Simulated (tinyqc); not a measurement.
Sampled drift against the exact one: kinetic Monte Carlo and master equation for a particle on a ring of sites with traps and bias. Computed by tinyqc, a small Python program. Command: `OMP_NUM_THREADS=1 python tinyqc.py 3012982 3012983 out.jsonl kmc walk`. One thread of a shared host (Intel(R) Xeon(R) Processor @ 2.30GHz), about 0.1 s of CPU time with the checks.

6 sites on a ring, numbered 1 to 6. The saddle between i and i+1 lies at E0 + s b_i and site i at s eps_i; a force F tilts the landscape, with the saddle half-way.

Inputs (values chosen for the exercise, for a model defect):
```
quantity,value,unit
reference barrier E0,0.78,eV
scale factor s of the disorder,1,-
attempt frequency nu,13,THz
temperature T,840,K
site spacing a,2.3,angstrom
force F along the ring,0.00048,eV/angstrom
seed of the random numbers,775243,-
```

Disorder: random barriers.

site energies eps_i (eV): [0, 0, 0, 0, 0, 0]

saddle shifts b_i between sites i and i+1 (eV): [-0.088, -0.1, -0.1, 0.041, -0.067, -0.043]

Constants: k_B = 8.617333262e-05 eV/K.

Method:
- Rates: k(i to i+1) = nu exp(-(E0 + s b_i - s eps_i - F a/2)/(k_B T)), k(i to i-1) = nu exp(-(E0 + s b_(i-1) - s eps_i + F a/2)/(k_B T)).
- Share right = k right/(k right + k left); mean stay = 1/(k right + k left).
- Master equation dP/dt = W P, W_(i+1,i) = k right, W_(i-1,i) = k left, columns summing to zero. The steady state is its null vector; drift v = a sum P_i (k right - k left). D = a^2 lambda''(0)/2, where lambda(q) is the leading eigenvalue of W with right hops weighted by exp(q) and left hops by exp(-q).
- The slowest relaxation rate is minus the real part of the next eigenvalue of W. 1 angstrom = 1e-8 cm.
- 400 independent walkers start on sites drawn with weights P_i (k right + k left), the steady shares of hops (random numbers not printed); the estimate is total displacement over total time, with its standard error from the spread between walkers.

occupations P_i: [0.165483, 0.166728, 0.168190, 0.169675, 0.164566, 0.165359]

drift velocity v = 0.162981 cm/s

Drift from sampling:
```
hops per walker,estimate (cm/s),standard error (cm/s),deviation in standard errors
10,-0.40835,0.46598,-1.2261
30,-0.12393,0.24511,-1.1705
100,0.00340,0.12973,-1.2301
300,0.22301,0.07580,0.7919
1000,0.10423,0.04155,-1.4139
3000,0.14943,0.02411,-0.5620
```

The exact drift is 0.1630 cm/s. The standard error falls by a factor 3.12 from 100 to 1000 hops (sqrt10 = 3.16), and in the last row it is 15 % of the drift: a weak force is hard to see under thermal hops, which is why such runs use the Einstein relation instead.

Extremes, crossings and ranges named in words are read from the listed rows.
